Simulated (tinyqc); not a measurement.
# Thin-film transistor with exponential tail and deep states, accumulation layer: effect of the total density of deep states

An undoped film in accumulation, thicker than the space-charge layer. With band bending psi the Fermi level lies E0 - psi below the band edge. Free electrons n = n0 exp(psi/Vt) carry the current; electrons in two exponential distributions of traps, a = a0 exp(psi/Va) and d = d0 exp(psi/Vp), do not. Linear regime, ohmic contacts, traps in equilibrium.

Va = kB Tt/q, Vp = kB Td/q; n0 = Nc exp(-E0/Vt), a0 = Nt th(T/Tt) exp(-E0/Va), d0 = Nd th(T/Td) exp(-E0/Vp), th(x) = pi x/sin(pi x). G(psi) = sum over the three kinds of c0 [V (exp(psi/V) - 1) - psi], field F = sqrt(2 q G/(eps0 eps_r)); Vg = psi + eps0 eps_r F/Ci at the surface. Total charge Q = Ci (Vg - psi_s); free charge Qf = q times the integral of n0 (exp(psi/Vt) - 1)/F over psi from 0 to psi_s; I = (W/L) mb Qf Vd; effective mobility mb Qf/Q.

Values chosen for this exercise; values close to those of an organic semiconductor: temperature T = 300 K; relative permittivity of the semiconductor eps_r = 3.2; density of extended states Nc = 7.7e19 cm^-3; band mobility mb = 2.9 cm^2/(V s); total density of tail states Nt = 7.4e19 cm^-3; characteristic temperature of the tail Tt = 400 K; characteristic temperature of the deep states Td = 930 K; bulk Fermi level below the band edge E0 = 0.57 eV; gate capacitance Ci = 17 nF/cm^2; ratio W/L WL = 20; drain voltage Vd = 0.05 V; gate voltage above flat band Vg = 20 V.

Constants: q = 1.602176634e-19 C, kB = 1.380649e-23 J/K, Vt = kB T/q, eps0 = 8.8541878128e-14 F/cm where lengths are in cm. Results are converted to the units shown.

Results:
```
Nd (cm^-3)	E0 - psi_s (eV)	Q (nC/cm^2)	free share (%)	effective mobility (cm^2/(V s))	I (nA)
3.7e16	0.07106	331.5	8.543	0.2477	82.13
8.9e16	0.07111	331.5	8.511	0.2468	81.82
2.2e17	0.07125	331.5	8.433	0.2445	81.07
5.2e17	0.07157	331.5	8.263	0.2396	79.45
3.1e18	0.07435	331.6	7.070	0.2050	67.98
7.4e18	0.07904	331.7	5.595	0.1622	53.81
```

Estimate the missing row, Nd = 1.3e18 cm^-3.

Computed row:
```
Nd (cm^-3)	E0 - psi_s (eV)	Q (nC/cm^2)	free share (%)	effective mobility (cm^2/(V s))	I (nA)
1.3e18	0.07241	331.5	7.863	0.2280	75.60
```

With this row back in the table: As Nd goes from 3.7e16 to 7.4e18 cm^-3, the free share falls from 8.54 to 5.59 %, the distance of the Fermi level from the edge rises from 0.0711 to 0.0790 eV and the current falls from 82.1 to 53.8 nA. Q varies by only 0.041 %: the gate sets the charge, the traps decide how much of it moves. In every row the th form, which assumes a Fermi level far below the edge, overcounts the filled tail at the surface by more than 15 %.

Program tinyqc, `OMP_NUM_THREADS=1 python tinyqc.py 2610071 2610072 out.jsonl`; Intel Xeon 2.30GHz, shared host, one thread, about 0.01 s.
